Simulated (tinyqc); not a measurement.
From results back to parameters: deep level as a short-range spherical well. Four cases, with inputs chosen for the exercise.

Problem. In the Lucovsky model sigma goes as (h nu - Et)^(3/2)/(h nu)^3. The ratio of the cross-sections at h1 and h2 was computed from a hidden Et.

Find: y = (h1 - Et)/(h2 - Et); Et.

Method. y = [ratio (h1/h2)^3]^(2/3), and Et = (h1 - y h2)/(1 - y): the plot of (sigma (h nu)^3)^(2/3) against h nu is a line through Et.

Case 1.

Values chosen (out of a larger set: near those of Ge; not measured data): h1 = 0.268 eV (first photon energy); h2 = 0.44 eV (second photon energy).

sigma(h1)/sigma(h2) = 0.874969

Solution.

y = (h1 - Et)/(h2 - Et) = 0.3394
Et = 0.180 eV

Case 2.

Values chosen (out of a larger set: near those of 4H SiC; not measured data): h1 = 0.598 eV (first photon energy); h2 = 1.086 eV (second photon energy).

sigma(h1)/sigma(h2) = 0.307564

Solution.

y = (h1 - Et)/(h2 - Et) = 0.1382
Et = 0.520 eV

Case 3.

Values chosen (out of a larger set: near those of InP; not measured data): h1 = 0.524 eV (first photon energy); h2 = 0.925 eV (second photon energy).

sigma(h1)/sigma(h2) = 0.330087

Solution.

y = (h1 - Et)/(h2 - Et) = 0.1533
Et = 0.451 eV

Case 4.

Values chosen (out of a larger set: near those of 4H SiC; not measured data): h1 = 0.716 eV (first photon energy); h2 = 0.839 eV (second photon energy).

sigma(h1)/sigma(h2) = 0.837688

Solution.

y = (h1 - Et)/(h2 - Et) = 0.6472
Et = 0.490 eV

Computed by tinyqc, one run a case: `OMP_NUM_THREADS=1 python tinyqc.py N N+1 out.jsonl` with N = 1251042, 1251399, 1251431, 1251547; one thread of a shared Intel(R) Xeon(R) Processor @ 2.30GHz, about 0.01 s a run at most.
